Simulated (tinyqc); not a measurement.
# Planar metal-insulator-metal capacitor: capacitance, non-linearity, leakage and relaxation: capacitance, non-linearity and leakage against thickness

A film between two metal electrodes, each interface adding a series capacitance ci. The small-signal permittivity is ek (1 + aq E^2); the field is found with the linear permittivity. Leakage J = J0 sinh(E/Ef). After a voltage step the film passes a relaxation current kr C V tt^(-nr), tt being the time in seconds.

Planar film: Cf = eps0 ek/t, 1/C = 1/Cf + 2/ci, EOT = 3.9 eps0/C, effective permittivity C t/eps0, E = (V/t) C/Cf; quadratic coefficient [C(V)/C - 1]/V^2 with Cf (1 + aq E^2) in C(V).

Parameters, values chosen for the exercise; permittivity of the order of that of strontium titanate:
- ek = 137 (relative permittivity of the film)
- ci = 1000 uF/cm^2 (capacitance of each electrode interface (dead layer and screening))
- aq = -0.025 cm^2/MV^2 (quadratic field coefficient of the permittivity)
- V = 1 V (bias)
- J0 = 7.8e-11 A/cm^2 (leakage prefactor)
- Ef = 0.28 MV/cm (field for an e-fold rise of the leakage)

Constants: eps0 = 8.8541878128e-14 F/cm where lengths are in cm. Results are converted to the units shown.

Capacitance, non-linearity and leakage against thickness:
```
t (nm)  C (uF/cm^2)  EOT (nm)  effective permittivity  E (MV/cm)  quadratic coefficient (ppm/V^2)  J (A/cm^2)
4.9           23.59    0.1464                   130.5      1.945                         -9.047e4    4.047e-8
6.7           17.47    0.1976                   132.2      1.440                         -5.015e4    6.686e-9
9.1           12.98    0.2660                   133.4      1.070                         -2.792e4    1.783e-9
12            9.908    0.3485                   134.3     0.8168                         -1.635e4   7.190e-10
17            7.035    0.4908                   135.1     0.5800                            -8291   3.045e-10
23            5.219    0.6617                   135.6     0.4302                            -4580   1.729e-10
32            3.762    0.9179                   136.0     0.3101                            -2387   1.052e-10
44            2.742     1.259                   136.2     0.2260                            -1270   7.003e-11
60            2.014     1.715                   136.4     0.1660                           -686.1   4.900e-11
```

Read the table: what changes, and by how much?

C falls from 23.6 to 2.01 uF/cm^2 while the effective permittivity goes from 131 to 136 (ek = 137). EOT is a straight line in t with slope 3.9/ek = 0.0285 and intercept 0.00691 nm. The quadratic coefficient goes as t^(-1.89) between the first two rows and t^(-1.99) between the last two (-2 without interfaces), and J falls by 2.92 decades.

Computed by the program tinyqc: `OMP_NUM_THREADS=1 python tinyqc.py 2102058 2102059 out.jsonl`, one thread of a shared Intel Xeon 2.30GHz, about 0.01 s for the whole run.
